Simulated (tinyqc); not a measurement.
Inside a calculation. Method: Pariser-Parr-Pople SCF with singles CI, for the molecule O=Cc1cc(Cl)cs1 (SMILES; centres numbered as the heavy atoms are written). One step of it, computed by the program tinyqc.

Problem. Iteration 2: Fock matrix. F_rr = H_rr + P_rr gamma_rr / 2 + sum_(s != r) P_ss gamma_rs; F_rs = H_rs - P_rs gamma_rs / 2; E = tr P (H + F) / 2 + core repulsion sum_(r<s) z_r z_s gamma_rs.

P after iteration 1, order 1O, 2C, 3C, 4C, 5C, 6Cl, 7C, 8S:
```
[[1.304623, 0.747400, 0.076135, -0.365213, 0.010816, 0.004257, 0.323483, -0.175737],
 [0.747400, 0.603174, 0.480517, 0.007630, -0.080083, 0.020798, 0.007521, -0.044601],
 [0.076135, 0.480517, 1.273613, 0.659853, -0.098415, 0.008718, -0.316459, 0.311400],
 [-0.365213, 0.007630, 0.659853, 0.951270, 0.579569, -0.108800, -0.056075, -0.213141],
 [0.010816, -0.080083, -0.098415, 0.579569, 1.195951, 0.165019, 0.729832, -0.190745],
 [0.004257, 0.020798, 0.008718, -0.108800, 0.165019, 1.965345, -0.160567, 0.044965],
 [0.323483, 0.007521, -0.316459, -0.056075, 0.729832, -0.160567, 0.956817, 0.437756],
 [-0.175737, -0.044601, 0.311400, -0.213141, -0.190745, 0.044965, 0.437756, 1.749207]]
```

core matrix H (eV), order 1O, 2C, 3C, 4C, 5C, 6Cl, 7C, 8S:
```
[[-47.093293, -2.510000, 0.000000, 0.000000, 0.000000, 0.000000, 0.000000, 0.000000],
 [-2.510000, -44.448548, -2.390000, 0.000000, 0.000000, 0.000000, 0.000000, 0.000000],
 [0.000000, -2.390000, -51.118798, -2.390000, 0.000000, 0.000000, 0.000000, -2.020000],
 [0.000000, 0.000000, -2.390000, -48.808028, -2.390000, 0.000000, 0.000000, 0.000000],
 [0.000000, 0.000000, 0.000000, -2.390000, -50.756959, -1.590000, -2.390000, 0.000000],
 [0.000000, 0.000000, 0.000000, 0.000000, -1.590000, -52.828478, 0.000000, 0.000000],
 [0.000000, 0.000000, 0.000000, 0.000000, -2.390000, 0.000000, -49.116561, -2.020000],
 [0.000000, 0.000000, -2.020000, 0.000000, 0.000000, 0.000000, -2.020000, -55.071876]]
```

repulsion gamma_rs (eV), order 1O, 2C, 3C, 4C, 5C, 6Cl, 7C, 8S:
```
[[15.200000, 5.773179, 4.091723, 2.974142, 2.500595, 2.038629, 2.677060, 3.649667],
 [5.773179, 11.130000, 5.344927, 3.800607, 2.928928, 2.352152, 2.928952, 3.903826],
 [4.091723, 5.344927, 11.130000, 5.345805, 4.046333, 2.989914, 4.046407, 5.551888],
 [2.974142, 3.800607, 5.345805, 11.130000, 5.346558, 3.904204, 4.046328, 4.163091],
 [2.500595, 2.928928, 4.046333, 5.346558, 11.130000, 5.551888, 5.344927, 4.162922],
 [2.038629, 2.352152, 2.989914, 3.904204, 5.551888, 13.000000, 3.903826, 3.043932],
 [2.677060, 2.928952, 4.046407, 4.046328, 5.344927, 3.903826, 11.130000, 5.552618],
 [3.649667, 3.903826, 5.551888, 4.163091, 4.162922, 3.043932, 5.552618, 13.000000]]
```

Centres (angstrom, eV; a flat drawing with bonds scaled to 1.40 angstrom):
```
centre          x          y  core charge z          W   gamma_rr
1O      -3.079000   0.163000              1  17.700000  15.200000
2C      -1.992000  -0.720000              1  11.160000  11.130000
3C      -0.684000  -0.220000              1  11.160000  11.130000
4C       0.489000  -0.984000              1  11.160000  11.130000
5C       1.578000  -0.105000              1  11.160000  11.130000
6Cl      2.930000  -0.469000              2  26.000000  13.000000
7C       1.078000   1.203000              1  11.160000  11.130000
8S      -0.320000   1.132000              2  22.000000  13.000000
```

Give: F; pi energy.

Solution.

F (eV), order 1O, 2C, 3C, 4C, 5C, 6Cl, 7C, 8S:
```
[[-9.713, -4.667, -0.156, 0.543, -0.014, -0.004, -0.433, 0.321],
 [-4.667, -5.381, -3.674, -0.014, 0.117, -0.024, -0.011, 0.087],
 [-0.156, -3.674, -6.085, -4.154, 0.199, -0.013, 0.640, -2.884],
 [0.543, -0.014, -4.154, -5.312, -3.939, 0.212, 0.113, 0.444],
 [-0.014, 0.117, 0.199, -3.939, -5.526, -2.048, -4.340, 0.397],
 [-0.004, -0.024, -0.013, 0.212, -2.048, -12.754, 0.313, -0.068],
 [-0.433, -0.011, 0.640, 0.113, -4.340, 0.313, -5.753, -3.235],
 [0.321, 0.087, -2.884, 0.444, 0.397, -0.068, -3.235, -9.281]]
```

pi energy = -152.567 eV
